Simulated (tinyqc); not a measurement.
Pillar capacitor in an array: capacitance, non-linearity, leakage and relaxation: one step of the calculation.

A film between two metal electrodes, each interface adding a series capacitance ci. The small-signal permittivity is ek (1 + aq E^2); the field is found with the linear permittivity. Leakage J = J0 sinh(E/Ef). After a voltage step the film passes a relaxation current kr C V tt^(-nr), tt being the time in seconds. The sidewall is a coaxial capacitor with radii a = dm/2 and b = dm/2 + t, depth AR dm; the end face is left out.

Question. Cell capacitance, fields and time constant. Per length 1/c = ln(b/a)/(2 pi eps0 ek) + (1/a + 1/b)/(2 pi ci); cell capacitance c AR dm; per footprint over pt^2; fields c V/(2 pi eps0 ek r) at r = a and b; resistance of the inner electrode rho AR dm/(pi a^2); time constant R C/3 of the distributed line.

Parameters, values chosen for the exercise; permittivity of the order of that of aluminium oxide:

| symbol | value | unit | meaning |
|---|---|---|---|
| ek | 8.89 |  | relative permittivity of the film |
| t | 7 | nm | film thickness |
| ci | 1000 | uF/cm^2 | capacitance of each electrode interface (dead layer and screening) |
| V | 2.1 | V | bias |
| dm | 57 | nm | diameter of the pillar |
| AR | 30 |  | aspect ratio, depth over diameter |
| pt | 100 | nm | pitch of the square array |
| rho | 1400 | uohm cm | resistivity of the inner electrode |

Constants: eps0 = 8.8541878128e-14 F/cm where lengths are in cm. Results are converted to the units shown.

Give: a; b; cell capacitance; capacitance per footprint; field at a; field at b; R; R C/3.

Answer.

a = 28.500 nm
b = 35.500 nm
cell capacitance = 3.8420 fF
capacitance per footprint = 38.420 uF/cm^2
field at a = 3.3474 MV/cm
field at b = 2.6873 MV/cm
R = 9.3818 kohm
R C/3 = 12.015 ps

The array gives 34.2 times the planar capacitance per footprint; curvature makes the field at the inner electrode 1.12 times the planar value.

Computed by the program tinyqc: `OMP_NUM_THREADS=1 python tinyqc.py 2102029 2102030 out.jsonl`, one thread of a shared Intel Xeon 2.30GHz, about 0.01 s for the whole run.
